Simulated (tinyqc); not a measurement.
Worked calculation: G0W0 on RHF in the sto-6g basis, for H6, spin multiplicity 1. One step of it, computed by the program tinyqc.

Problem. Orthogonalisation. S = U s U^T; canonical form X = U s^(-1/2), so that X^T S X = 1. Each column of U has its largest component positive (the first on a tie).

overlap S, lower triangle:
```
          1H 1s     2H 1s     3H 1s     4H 1s     5H 1s     6H 1s
1H 1s  1.000000
2H 1s  0.496735  1.000000
3H 1s  0.052537  0.257953  1.000000
4H 1s  0.008658  0.052537  0.496735  1.000000
5H 1s  0.000400  0.003298  0.052627  0.258323  1.000000
6H 1s  0.000039  0.000399  0.008658  0.052537  0.496148  1.000000
```

Give: eigenvalues of S; X.

Solution.

eigenvalues of S: 0.3735  0.4724  0.6012  1.2543  1.5251  1.7733

X:
```
             1        2        3        4        5       6
1H 1s   0.4447  -0.6831  -0.5646  -0.3926   0.3920  0.2207
2H 1s  -0.6371   0.7477   0.4012  -0.2530   0.4061  0.2963
3H 1s   0.8583  -0.1839   0.5916   0.4242   0.0979  0.3815
4H 1s  -0.8582  -0.1880  -0.5906   0.4238  -0.0990  0.3816
5H 1s   0.6357   0.7469  -0.4039  -0.2539  -0.4057  0.2962
6H 1s  -0.4430  -0.6812   0.5671  -0.3938  -0.3913  0.2204
```
